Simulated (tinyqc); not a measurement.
Inside a calculation. Model: q-state Potts model on a small periodic square lattice: enumeration, Metropolis, heat-bath and Wolff steps. Computed by tinyqc, a small Python program that keeps every step. Command: `OMP_NUM_THREADS=1 python tinyqc.py 3111561 3111562 out.jsonl potts walk`. One thread of a shared host (Intel(R) Xeon(R) Processor @ 2.30GHz), about 0.04 s of CPU time with the checks. Intermediate numbers are printed to about 7 digits and carried at full precision; extremes and crossings named in words are read from the listed rows.

E = -J x (number of nearest-neighbour bonds with equal states); n x n sites with periodic edges have 2 n^2 bonds. Order parameter m = (q f - 1)/(q - 1), f being the largest share of one state. Sites are numbered row by row from 0. Here q = 4 and n = 3.

Inputs (values chosen for the exercise, for a model of domains or grain orientations):

| quantity | value | unit |
|---|---|---|
| number of states q | 4 | - |
| edge n | 3 | - |
| coupling J | 21 | meV |
| temperature T | 352 | K |
| seed | 949632 | - |

Update: Metropolis.

Constants: k_B = 8.617333262e-05 eV/K.

## Scales

K = J/(k_B T); the infinite square lattice orders at K_c = ln(1 + sqrt(q)); Wolff bond probability p = 1 - exp(-K).

K = 0.6923150

K_c = 1.098612

T_c of the infinite lattice = 221.8206 K

p = 0.4995837

## Density of states

All q^(n^2) states are counted by their number b of equal bonds; weights g(b) exp(K b), K = J/(k_B T). Per site: u = -J <b>/n^2, c/k_B = K^2 (<b^2> - <b>^2)/n^2.

States by number of equal bonds:

| b | g(b) | probability |
|---|---|---|
| 0 | 1056 | 5.630585e-05 |
| 1 | 6048 | 6.444214e-04 |
| 2 | 26568 | 5.656993e-03 |
| 3 | 45360 | 1.930049e-02 |
| 4 | 63936 | 5.436375e-02 |
| 5 | 48384 | 8.221182e-02 |
| 6 | 34884 | 1.184479e-01 |
| 7 | 19872 | 1.348377e-01 |
| 8 | 10368 | 1.405831e-01 |
| 9 | 2784 | 7.543555e-02 |
| 10 | 2052 | 1.111099e-01 |
| 11 | 432 | 4.674420e-02 |
| 12 | 288 | 6.227376e-02 |
| 14 | 108 | 9.325530e-02 |
| 18 | 4 | 5.507875e-02 |

The most probable level has b = 8 of 18 bonds.

## Exact averages

ln Z = ln sum g(b) exp(K b); entropy per site s/k_B = (ln Z - K <b>)/n^2.

<b> = 8.826073

energy u = -20.59417 meV/site

heat capacity c = 0.6954816 k_B/site

entropy s = 1.181837 k_B/site

## Order parameter

The same sums with m: <m> and the Binder ratio U = 1 - <m^4>/(3 <m^2>^2).

<m> = 0.4850853

Binder ratio U = 0.3879458

## Eight single-site steps

start states:
```
   1  2  3
1  0  2  3
2  2  3  3
3  0  0  1
```

random numbers, one row a step:
```
        1       2       3
1  0.6654  0.5111  0.1408
2  0.2229  0.2941  0.4989
3  0.5115  0.2839  0.0051
4  0.0847  0.0519  0.1260
5  0.8111  0.9348  0.7192
6  0.8819  0.0424  0.3245
7  0.3251  0.3191  0.4306
8  0.1345  0.3161  0.8045
```

Site = floor(r1 n^2). Trial state = (old + 1 + floor(r2 (q - 1))) mod q; it is accepted if r3 < min(1, exp(K db)), db the change in equal bonds.

Steps:

| site | old | trial | db | acceptance | new |
|---|---|---|---|---|---|
| 5 | 3 | 1 | -1 | 0.500416 | 1 |
| 2 | 3 | 0 | 1 | 1.000000 | 0 |
| 4 | 3 | 0 | 1 | 1.000000 | 0 |
| 0 | 0 | 1 | -2 | 0.250416 | 1 |
| 7 | 0 | 3 | -2 | 0.250416 | 0 |
| 7 | 0 | 1 | -1 | 0.500416 | 1 |
| 2 | 0 | 1 | 3 | 1.000000 | 1 |
| 1 | 2 | 3 | 0 | 1.000000 | 3 |

states afterwards:
```
   1  2  3
1  1  3  1
2  2  0  1
3  0  1  1
```

## A longer run and its error bar

After 400 updates are discarded, b is recorded for 4000 sweeps of n^2 steps of the update named (random numbers not printed, so these rows are one sample). Records are averaged in blocks; the error is the scatter of block means over sqrt(number of blocks), and the last column its square over that for single records.

Blocking:

| block length | mean b | error | variance ratio |
|---|---|---|---|
| 1 | 9.03275 | 0.0585397 | 1.000000 |
| 4 | 9.03275 | 0.0977845 | 2.790218 |
| 16 | 9.03275 | 0.1302729 | 4.952297 |
| 40 | 9.03275 | 0.1450517 | 6.139654 |
| 100 | 9.03275 | 0.1364368 | 5.432021 |

The run gives 9.033 +/- 0.145 (blocks of 40) against the exact 8.826, a difference of 1.4 error bars. Single records understate the error by a factor of about 2.5, because successive records are correlated.

## Across the transition

m and U = 1 - <m^4>/(3 <m^2>^2) from the same sums; K = K_c T_c/T.

Exact values for this lattice:

| T/T_c | share of equal bonds | c (k_B/site) | <m> | U |
|---|---|---|---|---|
| 0.50 | 0.9990290 | 0.038739 | 0.9993347 | 0.6665458 |
| 0.70 | 0.9855281 | 0.326874 | 0.9892186 | 0.6642856 |
| 0.85 | 0.9455653 | 0.902652 | 0.9555156 | 0.6547981 |
| 0.95 | 0.8929697 | 1.406261 | 0.9071940 | 0.6385949 |
| 1.00 | 0.8584398 | 1.619626 | 0.8740391 | 0.6260983 |
| 1.10 | 0.7787046 | 1.828643 | 0.7945574 | 0.5916323 |
| 1.25 | 0.6591590 | 1.590379 | 0.6697863 | 0.5230879 |
| 1.50 | 0.5211333 | 0.869952 | 0.5193403 | 0.4149182 |
| 2.00 | 0.4058923 | 0.286266 | 0.3912092 | 0.3231742 |
| 3.00 | 0.3364312 | 0.082426 | 0.3175877 | 0.3012311 |

c is largest, 1.83 k_B, at T/T_c = 1.1: on so small a lattice the transition is a broad bump. At T_c the infinite lattice has a share (1 + 1/sqrt(q))/2 = 0.750 of equal bonds, against 0.858 here. <m> stays at 0.32 at 3 T_c, since the largest share among 9 sites always exceeds 1/q on average.

Checks made by the program: number of states (relative difference below 1e-10).
